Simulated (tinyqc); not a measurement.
X-ray photoelectron analysis of a thin oxide on a semiconductor: attenuation lengths, thickness, angle series and band offsets: one step, computed by the program tinyqc. Command: `OMP_NUM_THREADS=1 python tinyqc.py 3113693 3113694 out.jsonl xps walk`. One thread of a shared host (Intel(R) Xeon(R) Processor @ 2.30GHz), about 0.01 s of CPU time with the checks.

The same element is seen in the oxide and in the substrate, at nearly the same kinetic energy; films are flat and uniform, and the work function is ignored.

Question. Band offsets by core levels. Valence band offset = (E_core - E_v)(substrate) - (E_core - E_v)(oxide) + (core level separation at the interface, oxide less substrate). The separation is made here from the given offset; a uniform field F that raises the binding energy towards the surface shifts the oxide peak by e F <z>, <z> = d/(1 - exp(-x)) - d/x, x = d/(L_o cos theta), being the mean distance from the interface. Conduction band offset = oxide gap - substrate gap - valence band offset.

Inputs (values chosen for the exercise, modelled on SiO2 on 4H-SiC):
```
quantity                                       value   unit
oxide gap                                       8.75     eV
substrate gap                                   3.26     eV
oxide thickness d                               0.95     nm
valence band offset used to make the data       2.86     eV
core level less valence band top, substrate    98.83     eV
core level less valence band top, thick oxide  98.34     eV
field in the oxide                              0.62  MV/cm
```

d/(L_o cos theta) = 0.3303509

Give: separation without field; <z>; separation with field; apparent valence band offset; true conduction band offset; apparent conduction band offset.

Answer.

separation without field = 2.37 eV

<z> = 0.5011 nm

separation with field = 2.401 eV

apparent valence band offset = 2.891 eV

true conduction band offset = 2.63 eV

apparent conduction band offset = 2.599 eV

The field biases both offsets by 0.031 eV, in opposite directions.
